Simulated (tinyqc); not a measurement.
# Tunnel rates from the two plateau currents

Inverse problem. With only the 0-1 transition of a spin-degenerate level in the bias window, I = 2 q G_in G_out/(2 G_in + G_out). Find GL and GR.

Constants: q = 1.602176634e-19 C. Results are converted to the units shown.

sizes of the plateau currents for electrons entering from the left and from the right (pA): [14.293764, 9.9096515]

Answer. q/I(left) = 1/GR + 1/(2 GL) and q/I(right) = 1/GL + 1/(2 GR) are linear in 1/GL and 1/GR.

GL = 0.0710 1/ns
GR = 0.240 1/ns

tinyqc, about 0.01 s, one thread, Intel Xeon 2.30GHz (shared host): `OMP_NUM_THREADS=1 python tinyqc.py 2780118 2780119 out.jsonl`
